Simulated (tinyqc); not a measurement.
Inside a calculation. Method: Ewald sum of point charges, simple cubic lattice in a neutralising background. Computed by tinyqc, a small Python program that keeps every step. Command: `OMP_NUM_THREADS=1 python tinyqc.py 28720 28721 out.jsonl` (the two numbers bound the seeds that draw the settings). One thread of a shared host (Intel(R) Xeon(R) Processor @ 2.60GHz), about 0.03 s of CPU time with the checks.

## Ewald sum with eta = 0.501 1/bohr

cell vectors (rows) (bohr):
```
         1        2        3
1  6.52000  0.00000  0.00000
2  0.00000  6.52000  0.00000
3  0.00000  0.00000  6.52000
```

Charges:

| q | f1 | f2 | f3 |
|---|---|---|---|
| 2.00000 | 0.00000 | 0.00000 | 0.00000 |

Real space: 1/2 sum q_i q_j erfc(eta r)/r over all images with r > 0; reciprocal space: (2 pi/V) sum_(G != 0) exp(-G^2/4 eta^2)/G^2 |S(G)|^2 with S(G) = sum q exp(i G.r); self term -eta/sqrt(pi) sum q^2; background -pi Q^2/(2 V eta^2), Q the total charge.

Real-space shells (first ones):

| r (bohr) | pairs | sum (hartree) |
|---|---|---|
| 6.52000 | 6 | 7.08e-06 |
| 9.22067 | 12 | 1.68e-10 |
| 11.29297 | 8 | 0 |

Reciprocal shells (first ones that count):

| G^2 (1/bohr^2) | vectors | sum (hartree) |
|---|---|---|
| 0.92868 | 6 | 0.23231 |
| 1.85735 | 12 | 0.09212 |
| 2.78603 | 8 | 0.01624 |
| 3.71471 | 6 | 0.00362 |
| 4.64338 | 24 | 0.00460 |
| 5.57206 | 24 | 0.00152 |
| 7.42941 | 12 | 0.00009 |
| 8.35809 | 30 | 0.00008 |
| 9.28677 | 24 | 2.25e-05 |
| 10.21544 | 24 | 8.12e-06 |
| 11.14412 | 8 | 9.84e-07 |
| 12.07280 | 24 | 1.08e-06 |

## The total does not depend on eta

The same sums for other eta.

Totals (hartree per cell):

| eta | real | reciprocal | self | background | total |
|---|---|---|---|---|---|
| 0.50100 | 7.08e-06 | 0.35061 | -1.13064 | -0.09032 | -0.8703367 |
| 0.80500 | 0 | 0.98134 | -1.81669 | -0.03498 | -0.8703367 |
| 1.07000 | 0 | 1.56419 | -2.41473 | -0.01980 | -0.8703367 |

shortest distance = 6.52000 bohr
